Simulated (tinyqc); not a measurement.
Reflectance across the plasma edge: free-carrier optics of a doped semiconductor (Drude model with one polar phonon).

eps(E) = ei [1 - Ep^2/(E^2 + i E Gam)] + (es - ei) wT^2/(wT^2 - E^2 - i E gT), with Ep^2 = 8 pi c (e^2/(4 pi eps0)) N/(m ei), c = hbar^2/2m0, N in 1/angstrom^3 (1e-24 per 1/cm^3); Gam = hbar/tau, tau = mu m m0/e with m0/e = 5.685630e-12 kg/C and mu in m^2/(V s). Energies in meV.

n + i k = sqrt(eps1 + i eps2) with k >= 0; R = ((n - 1)^2 + k^2)/((n + 1)^2 + k^2) at normal incidence from vacuum; alpha = 2 E k/(hbar c), times 1e8 for 1/cm; loss function Im(-1/eps) = eps2/(eps1^2 + eps2^2).

Constants: hbar^2/2m0 = 3.80998211 eV angstrom^2; e^2/(4 pi eps0) = 14.39964547 eV angstrom; hbar = 6.58211957e-16 eV s; hbar c = 1973.269805 eV angstrom.

Inputs chosen for the exercise (mass and dielectric values near those of SiC; N and mu are free inputs; interband absorption and the rise of the mass with filling are left out; not measured data): N = 1.6e+18 1/cm^3 (carrier density); m = 0.425 m0 (conductivity mass); mu = 150 cm^2/(V s) (mobility); ei = 6.49 (high-frequency dielectric constant); wT = 99 meV (TO phonon); es = 9.5 (static dielectric constant); gT = 0.7 meV (phonon damping).

Spectrum:
```
E (meV)   eps1   eps2      R  alpha (1/cm)
2.8      -5.87  99.72  0.761      2.06e+03
8.5      -3.39  27.59  0.609      3.40e+03
14.1     -0.26  12.65  0.466      3.63e+03
19.8      2.43   6.60  0.297      3.04e+03
24.0      3.96   4.34  0.216      2.38e+03
31.1      5.83   2.35  0.193      1.50e+03
35.4      6.66   1.69  0.204      1.17e+03
42.4      7.74   1.06  0.225           816
56.6      9.49   0.50  0.260           464
84.8     17.10   0.40  0.373           421
141.4     3.34   0.06  0.086           239
```

Give the missing row, E (meV) = 28.3.

Computed row:
```
E (meV)  eps1  eps2      R  alpha (1/cm)
28.3     5.18  2.95  0.192      1.79e+03
```

Ep = 28.3 meV and Gam = 18.2 meV. R is 0.761 at the lowest energy and lowest, 0.086, at 141.4 meV of those listed; without damping and phonon it would vanish at Ep sqrt(ei/(ei - 1)) = 30.7 meV. At the highest energy R is 0.086, against 0.190 for ei alone. Between the last two rows alpha goes as E^-1.11, where the Drude limit far above Ep and Gam is E^-2; Gam and the phonon term both still act in these rows. The phonon adds its own band of high reflectance between wT = 99 meV and about wL = 119.8 meV, which the rows may miss. The lowest R listed is the dip just above wL, not the plasma minimum.

Computed by tinyqc, a small Python program: `OMP_NUM_THREADS=1 python tinyqc.py 1681664 1681665 out.jsonl` (the numbers bound the seed that draws the inputs); one thread of a shared host (Intel(R) Xeon(R) Processor @ 2.30GHz), about 0.01 s for the whole set of steps.
